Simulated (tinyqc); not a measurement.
As the film thickens, and with more bath resistance: electroplating on a thin resistive seed layer: kinetics, Wagner number and the terminal effect across a wafer. Computed by tinyqc, a small Python program. Command: `OMP_NUM_THREADS=1 python tinyqc.py 3121175 3121176 out.jsonl terminal walk`. One thread of a shared host (Intel(R) Xeon(R) Processor @ 2.30GHz), about 0.02 s of CPU time with the checks.

Current enters the seed at the rim. The bath is treated as a local resistance per area (no lateral flow in the liquid), two electrons per ion, molar volume 7.11 cm^3/mol, Faraday constant F = e N_A, kinematic viscosity 0.01 cm^2/s, omega = 2 pi x rpm/60; k_B T/e is in volts.

Inputs (values chosen for the exercise, of the order of those for copper plating from an acid sulfate bath):

| quantity | value | unit |
|---|---|---|
| wafer radius R | 7.5 | cm |
| seed thickness t | 190 | nm |
| seed resistivity | 18 | microohm cm |
| bath conductivity kappa | 0.068 | S/cm |
| gap to the anode h | 7.6 | cm |
| extra resistance of a porous plate | 0 | ohm cm^2 |
| exchange current density i_0 | 0.07 | mA/cm^2 |
| cathodic transfer coefficient alpha | 0.81 | - |
| mean current density | 19 | mA/cm^2 |
| diffusivity of the metal ion | 5.5e-06 | cm^2/s |
| metal ion concentration | 0.29 | mol/L |
| rotation rate | 60 | rpm |
| temperature T | 298 | K |

Constants: e = 1.602176634e-19 C; N_A = 6.02214076e+23 1/mol; k_B = 8.617333262e-05 eV/K.

Method:
- Growth rate = i V_m/(2 F). Levich limit i_L = 0.62 x 2 F D^(2/3) omega^(1/2) nu^(-1/6) c. Tafel overpotential eta = (k_B T/(alpha e)) ln(i/i_0); kinetic resistance k_B T/(alpha e i); bath resistance h/kappa + plate; R_s = resistivity/t; Wagner number = kinetic resistance x kappa/R.
- Full model: seed potential phi(r) with (1/r)(r phi')' = R_s i, where i solves phi = R_b i + (k_B T/(alpha e)) ln(i/i_0) (phi being the driving voltage left at r); phi'(0) = 0 and phi'(R) = R_s i_mean R/2. Solved by collocation to a tolerance of 1e-7.
- The film is taken as uniform, with the seed resistivity; the last column adds 100 ohm cm^2 to R_b. Extra power of that plate = i^2 x 100 ohm cm^2 x area.

sheet resistance R_s = 0.947368 ohm/square

bath resistance R_b = 111.765 ohm cm^2

Edge over centre:

| thickness (nm) | R_s (ohm/square) | as given | with 100 ohm cm^2 more |
|---|---|---|---|
| 190 | 0.94737 | 1.1209 | 1.0634 |
| 285 | 0.63158 | 1.0798 | 1.0420 |
| 380 | 0.47368 | 1.0596 | 1.0315 |
| 570 | 0.31579 | 1.0395 | 1.0209 |
| 950 | 0.18947 | 1.0236 | 1.0125 |
| 1900 | 0.09474 | 1.0118 | 1.0063 |
| 3800 | 0.04737 | 1.0059 | 1.0031 |

extra power = 6.3794 W

What follows from these numbers?

The ratio falls below 1.1 from 285 nm on as given, and from 190 nm on with the added resistance: what counts is R_s R^2 against the sum of kinetic and bath resistance. Caution: the mean current exceeds 0.3 i_L, so depletion of metal ions, left out of the distribution, matters.
